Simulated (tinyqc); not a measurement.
Inside a calculation: finite square well with mass mismatch (envelope functions). Values are carried at full precision from step to step, so a last printed digit may differ when a step is redone from the rounded ones.

A square well of width L and depth V0, mass mw inside and mb outside, energies from the bottom of the well, c = hbar^2/2m0. k = sqrt(mw E/c), kappa = sqrt(mb (V0 - E)/c). psi and psi'/m are continuous at the walls (BenDaniel-Duke), so level n solves k L + 2 atan[(k/mw)/(kappa/mb)] = n pi.

Constants: hbar^2/2m0 = 3.80998211 eV angstrom^2.

Values chosen for the exercise (near those of a non-polar GaN well in AlN; shifted at random, so the results belong to these values and not to a real crystal): L = 31 angstrom (well width); V0 = 1.819 eV (barrier height); mw = 0.201 m0 (mass in the well); mb = 0.307 m0 (mass in the barrier); alpha_w = 0.18 1/eV (non-parabolicity in the well); alpha_b = 0.27 1/eV (non-parabolicity in the barrier).

## How many levels are bound

At E = V0 the arctangent equals pi/2, so level n is bound if k0 L > (n - 1) pi with k0 = sqrt(mw V0/c). Compare with the infinitely deep well, E1(hard) = c (pi/L)^2/mw.

k0 = 0.30978 1/angstrom
k0 L/pi = 3.0568
number of bound levels = 4
E1(hard) = 0.1947 eV

The count does not depend on mb. One more level binds at L = 40.6 angstrom.

## The lowest level by bisection

f(E) = k L + 2 atan[(k/mw)/(kappa/mb)] - pi rises with E. Twelve halvings of [0, V0]: keep the half in which f changes sign.

Bisection:
```
step  low (eV)  high (eV)  midpoint (eV)        k    kappa        f
1      0.00000    1.81900        0.90950  0.21905  0.27071   5.4299
2      0.00000    0.90950        0.45475  0.15489  0.33155   2.8995
3      0.00000    0.45475        0.22737  0.10952  0.35812   1.1276
4      0.00000    0.22737        0.11369  0.07744  0.37069  -0.1230
5      0.11369    0.22737        0.17053  0.09485  0.36446   0.5555
6      0.11369    0.17053        0.14211  0.08659  0.36759   0.2333
7      0.11369    0.14211        0.12790  0.08214  0.36914   0.0601
8      0.11369    0.12790        0.12079  0.07983  0.36992  -0.0301
9      0.12079    0.12790        0.12435  0.08099  0.36953   0.0153
10     0.12079    0.12435        0.12257  0.08041  0.36972  -0.0073
11     0.12257    0.12435        0.12346  0.08070  0.36963   0.0040
12     0.12257    0.12346        0.12301  0.08056  0.36967  -0.0017
```

After twelve halvings the bracket is V0/4096 = 0.444 meV wide.

## Bound levels

Solve the condition for each n (six at most). With A = cos(kL/2) for even and sin(kL/2) for odd levels, the probability in the barriers is Pb = (A^2/kappa)/(A^2/kappa + L/2 +/- sin(kL)/(2k)), + for even.

Levels:
```
n  parity  E (eV)  k (1/angstrom)  kappa (1/angstrom)      Pb
1    even  0.1231         0.08060             0.36966  0.0139
2     odd  0.4918         0.16107             0.32702  0.0564
3    even  1.0942         0.24026             0.24167  0.1422
4     odd  1.8051         0.30860             0.03344  0.6542
```

The lowest level lies at 63 % of the infinite-well value and decays into the barrier over 1/kappa = 2.7 angstrom. Above about 0.5 eV (from level 3 on) a parabolic band is a rough model.

## Mass in the plane and density of states

To first order in the in-plane energy, 1/m_par = (1 - Pb)/mw + Pb/mb for each subband. Each adds a step D = m_par/(2 pi c) to the density of states per area (spin included, one valley); 1/angstrom^2 = 1e16/cm^2.

Subbands:
```
n  m_par (m0)  D (1e13/(eV cm^2))
1      0.2020               8.437
2      0.2050               8.563
3      0.2114               8.830
4      0.2596              10.846
```

## Levels with energy-dependent masses

Non-parabolic bands: mw is replaced by mw (1 + alpha_w E) and mb by mb (1 - alpha_b (V0 - E)), in k, kappa and the matching condition alike.

Solve the same condition with the energy-dependent masses, and list the shift from the parabolic levels that exist in both.

Levels:
```
n  E (eV)  mass inside  mass outside  shift (meV)
1  0.1345       0.2059        0.1674         11.3
2  0.4955       0.2189        0.1973          3.7
3  1.0028       0.2373        0.2393        -91.4
4  1.5778       0.2581        0.2870       -227.3
```

Level 1 moves by +11.3 meV and level 4 by -227.3 meV. The lighter mass deep in the barrier hardens the wall for low levels; the heavier mass in the well wins higher up.

## Checks

- Lowest level by finite differences (200 cells across the well) against the matching condition, eV: both 0.1231.

(tinyqc, `OMP_NUM_THREADS=1 python tinyqc.py 1251865 1251866 out.jsonl`, Intel(R) Xeon(R) Processor @ 2.30GHz, 1 thread, shared host, about 0.01 s.)
